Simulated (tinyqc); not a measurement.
Yield per ion against the flux ratio: ion-assisted plasma etching: sheath, surface coverage, synergy and aspect-ratio dependence. Computed by tinyqc, a small Python program. Command: `OMP_NUM_THREADS=1 python tinyqc.py 3021829 3021830 out.jsonl etch walk`. One thread of a shared host (Intel(R) Xeon(R) Processor @ 2.30GHz), about 0.08 s of CPU time with the checks.

Radicals adsorb on bare sites; ions remove covered sites with a high yield and bare sites by sputtering; a slow spontaneous reaction acts everywhere, walls included.

Inputs (values chosen for the exercise, close to those used for silicon dioxide in a fluorocarbon plasma):
```
quantity                                value       unit
plasma density n_e                    3.2e+10     1/cm^3
electron temperature T_e                  3.1         eV
ion mass M_i                               50          u
sheath voltage V                           74          V
radical density n                       2e+14     1/cm^3
radical mass M_n                           19          u
gas temperature T_g                       300          K
sticking coefficient s                   0.44          -
radicals per removed unit x                 3          -
yield slope b                            0.21  eV^(-1/2)
threshold E_th                             28         eV
sputter slope b_p                       0.011  eV^(-1/2)
sputter threshold E_p                      31         eV
spontaneous reaction probability k_c  4.2e-05          -
solid density N                       2.2e+22     1/cm^3
ion temperature T_i                      0.67         eV
```

Feature: round hole.

Constants: e = 1.602176634e-19 C; u = 1.6605390666e-27 kg; k_B = 1.380649e-23 J/K; eps_0 = 8.8541878128e-12 F/m.

Method:
- Bohm speed u_B = sqrt(e T_e/M_i); ion flux G_i = 0.61 n_e u_B; radical flux G_n = n c/4 with c = sqrt(8 k_B T_g/(pi M_n)).
- Debye length lambda_D = sqrt(eps_0 T_e/(e n_s)) with n_s = 0.61 n_e, T_e in volts; Child-law sheath d = (sqrt2/3) lambda_D (2 V/T_e)^(3/4); ion energy E = V + T_e/2; angular spread = arctan(sqrt(T_i/E)).
- Yields: Y = b (sqrt(E) - sqrt(E_th)) on covered sites, Y_p = b_p (sqrt(E) - sqrt(E_p)) on bare ones (zero below threshold).
- Steady coverage: s G_n (1 - theta) = x Y G_i theta; removal flux = Y G_i theta + Y_p G_i (1 - theta) + k_c G_n; rate = flux/N, 1 cm/s = 6e8 nm/min.
- The ion flux is fixed and the radical flux set by the ratio; the removal per ion is the removal flux over G_i.

yield Y = 0.714094

sputter yield Y_p = 0.0343660

ion flux G_i = 4.77426e+15 1/(cm^2 s)

Open field:
```
G_n/G_i    theta  rate (nm/min)  removal per ion
0.3      0.05804           9.61          0.07383
1        0.17039          19.56          0.15023
3        0.38125          38.23          0.29364
10       0.67255          64.05          0.49194
30       0.86037          80.79          0.62044
100      0.95357          89.42          0.68674
300      0.98403          93.21          0.71584
1000     0.99515          98.02          0.75280
3000     0.99838         109.24          0.83899
```

Coverage reaches one half at G_n/G_i = x Y/s = 4.87. Below that the ion-assisted part follows the radical flux, on top of the sputter floor Y_p = 0.0344; above it the ion-assisted part saturates at Y = 0.714 per ion, and the further rise to 0.839 comes from the spontaneous reaction, which costs anisotropy.
